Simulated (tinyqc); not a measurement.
From results back to parameters: delta-doped layer in the Thomas-Fermi potential. Three cases, with inputs chosen for the exercise.

Problem. The depth of the well was computed from a hidden sheet density.

All donors ionised in the plane z = 0, zero temperature, energies from the Fermi level EF of the Thomas-Fermi model, which lies at the bulk band edge; c = hbar^2/2m0, q = e^2/(4 pi eps0). Layer in a (001) plane: two valleys with m_z = ml, m_d = mt (unprimed) and four with m_z = mt, m_d = sqrt(ml mt) (primed); m3 = (ml mt^2)^(1/3), gv = 6. With n = (gv/3 pi^2)(m3 (-V)/c)^(3/2) and V'' = -(4 pi q/eps) n for z > 0, the solution is V = -b/(|z| + z0)^4 with sqrt(b) = 20/K, K = (4 pi q/eps)(gv/3 pi^2)(m3/c)^(3/2), and z0^5 = 4b/(e F0), e F0 = 2 pi q N/eps; 1e13/cm^2 = 1e-3/angstrom^2. Exchange and correlation are left out.

Constants: hbar^2/2m0 = 3.80998211 eV angstrom^2; e^2/(4 pi eps0) = 14.39964547 eV angstrom.

Find: b; z0; N.

Method. b does not depend on N; z0 = (b/depth)^(1/4), e F0 = 4b/z0^5 and N = eps e F0/(2 pi q).

Case 1.

Values chosen (out of a larger set: near those of a delta-doped layer in Si; not measured data):
- ml = 0.931 m0 (longitudinal mass)
- mt = 0.186 m0 (transverse mass)
- eps = 11.4 (dielectric constant)

depth = 0.669071 eV

Solution.

b = 6.639e+04 eV angstrom^4
z0 = 17.75 angstrom
N = 19.0 x 1e13/cm^2

Case 2.

Values chosen (out of a larger set: near those of a delta-doped layer in Si; not measured data):
- ml = 0.907 m0 (longitudinal mass)
- mt = 0.194 m0 (transverse mass)
- eps = 11.5 (dielectric constant)

depth = 0.456300 eV

Solution.

b = 6.374e+04 eV angstrom^4
z0 = 19.33 angstrom
N = 12.0 x 1e13/cm^2

Case 3.

Values chosen (out of a larger set: near those of a delta-doped layer in Si; not measured data):
- ml = 0.941 m0 (longitudinal mass)
- mt = 0.196 m0 (transverse mass)
- eps = 11.8 (dielectric constant)

depth = 0.139373 eV

Solution.

b = 6.337e+04 eV angstrom^4
z0 = 25.97 angstrom
N = 2.80 x 1e13/cm^2

Computed by tinyqc, one run a case: `OMP_NUM_THREADS=1 python tinyqc.py N N+1 out.jsonl` with N = 1252541, 1252593, 1252730; one thread of a shared Intel(R) Xeon(R) Processor @ 2.30GHz, about 0.2 s a run at most.
